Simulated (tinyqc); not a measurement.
From results back to parameters: shallow donor in effective-mass theory, with valley-orbit splitting. Three cases, with inputs chosen for the exercise.

Problem. Without strain the levels are A1 = E0 - D0 - 4 D1 - D2, T2 = E0 - D0 + D2 and E = E0 - D0 + 2 D1 - D2. They were computed from hidden D0, D1 and D2.

Find: D1; D2; D0.

Method. E - A1 = 6 D1, T2 - E = 2 D2 - 2 D1, and the mean (A1 + 3 T2 + 2 E)/6 is E0 - D0.

Case 1.

Values chosen (out of a larger set: near those of a group-V donor in Si; not measured data): E0 = -32.3 meV (single-valley level).

A1, T2, E (meV): -44.070  -34.030  -31.590

Solution.

D1 = 2.08 meV
D2 = 0.86 meV
D0 = 2.59 meV

Case 2.

Values chosen (out of a larger set: near those of a group-V donor in Si; not measured data): E0 = -32.4 meV (single-valley level).

A1, T2, E (meV): -70.640  -33.340  -31.160

Solution.

D1 = 6.58 meV
D2 = 5.49 meV
D0 = 6.43 meV

Case 3.

Values chosen (out of a larger set: near those of a group-V donor in Si; not measured data): E0 = -30 meV (single-valley level).

A1, T2, E (meV): -41.010  -31.490  -29.310

Solution.

D1 = 1.95 meV
D2 = 0.86 meV
D0 = 2.35 meV

Computed by tinyqc, one run a case: `OMP_NUM_THREADS=1 python tinyqc.py N N+1 out.jsonl` with N = 1281312, 1281358, 1281407; one thread of a shared Intel(R) Xeon(R) Processor @ 2.30GHz, about 0.01 s a run at most.
